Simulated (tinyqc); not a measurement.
Inside a calculation. Method: coupled-perturbed Hartree-Fock on RHF in the sto-3g basis, for H2, spin multiplicity 1. One step of it, computed by the program tinyqc.

Task: Iteration 3 (converged): orbitals. Diagonalise F' = X^T F X, C = X C', fill 1 alpha and 1 beta electrons from the bottom; D = 2 C_occ C_occ^T. Each column has its largest component positive (the first on a tie).

converged F (hartree):
```
           1H 1s      2H 1s
1H 1s  -0.245217  -0.475208
2H 1s  -0.475208  -0.245217
```

X:
```
               1         2
1H 1s   0.993030  0.578711
2H 1s  -0.993030  0.578711
```

Give: F' = X^T F X; orbital energies; coefficients C; D after iteration 3.

Result:

F' = X^T F X (hartree):
```
        1        2
1  0.4536   0.0000
2  0.0000  -0.4825
```

orbital energies (hartree): MO1 -0.4825, MO2 0.4536

coefficients C:
```
          MO1      MO2
1H 1s  0.5787   0.9930
2H 1s  0.5787  -0.9930
```

D after iteration 3:
```
        1H 1s   2H 1s
1H 1s  0.6698  0.6698
2H 1s  0.6698  0.6698
```
